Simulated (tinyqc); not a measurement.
# Worked calculation: off-state leakage of single and stacked transistors

Computed by the program tinyqc: `OMP_NUM_THREADS=1 python tinyqc.py 2242225 2242226 out.jsonl`, one thread of a shared Intel Xeon 2.30GHz, about 0.03 s for the whole run. Printed values are rounded.

n-channel devices of unit width. Subthreshold current I(Vg, Vs, Vd) = I0 (T/300 K)^0.5 exp[(Vg - Vs - VT(T) - gb (Vs - Vb) + dd (Vd - Vs))/(nf Vt)] (1 - exp(-(Vd - Vs)/Vt)), VT(T) = VT - cT (T - 300 K). Gate-edge tunnelling Ig (Vd/1 V) exp(ag (Vd - 1 V)), for a gate at 0 V, and band-to-band leakage Ab u exp(-Bb/u), u = Vd - Vb + 1 V, flow at a drain held at V; both are taken as independent of T. In a stack of off transistors (all gates at 0 V) the same subthreshold current passes through each.

Inputs (values chosen for the exercise); values of the order met in bulk silicon logic transistors: temperature T = 330 K; supply voltage V = 0.9 V; threshold at 300 K, zero drain and body bias VT = 0.44 V; fall of the threshold with temperature cT = 0.5 mV/K; current at threshold at 300 K I0 = 0.81 uA/um; slope factor nf = 1.3; drain-induced lowering per volt dd = 0.05; rise of the threshold per volt of source-body bias gb = 0.17; gate-edge tunnelling current at 1 V Ig = 7e-5 uA/um; exponential slope of the gate current ag = 4.8 1/V; prefactor of band-to-band leakage at the drain Ab = 4 uA/(um V); its exponential voltage Bb = 24 V; body voltage Vb = 0 V.

Constants: q = 1.602176634e-19 C, kB = 1.380649e-23 J/K, Vt = kB T/q. Results are converted to the units shown.

## Leakage of one transistor

Vg = Vs = 0, Vd = V; effective threshold VT(T) - gb Vb - dd V.

effective threshold = 0.38 V
parts (nA/um): subthreshold 0.02917710, gate edge 0.03898335, band-to-band 0.02483068
total = 0.09299113 nA/um
shares (%): subthreshold 31.37622, gate edge 41.92158, band-to-band 26.70220

The gate edge part is the largest.

## Starting value

Vx = dd V/(1 + gb + 2 dd), the solution for Vx well above Vt, rounded to three decimals.

Vx at the start = 0.035 V

## Iteration 1: new Vx

Stack of two, Vx the node between them: I_low = I(0, 0, Vx), I_up = I(0, Vx, V), f = ln(I_up/I_low), f' = -(1 + gb + 2 dd)/(nf Vt) - 1/(Vt (exp(Vx/Vt) - 1)) - 1/(Vt (exp((V - Vx)/Vt) - 1)), Vx(new) = Vx - f/f'.

I_low = 0.006411308 nA/um
I_up = 0.009192082 nA/um
f = 0.3602792
f' = -48.86136 1/V
Vx after iteration 1 = 0.04237350 V

## Iteration 2: new Vx

As before.

I_low = 0.007085749 nA/um
I_up = 0.007206679 nA/um
f = 0.01692259
f' = -44.58382 1/V
Vx after iteration 2 = 0.04275307 V

## Course of the iteration

Stop when the step is below 1e-11 V, or after 40 iterations.

Course of the iteration:
```
iteration	Vx before the step (V)	step (V)
1	0.035	7.37e-3
2	0.04237350	3.80e-4
3	0.04275307	7.48e-7
4	0.04275382	2.86e-12
```

Converged in 4 iterations. The subthreshold current of the stack is 0.007117 nA/um, 4.10 times less than that of one transistor (the drain leakage is unchanged); the estimate exp[dd V (1 + gb + dd)/((1 + gb + 2 dd) nf Vt)] gives 3.22.
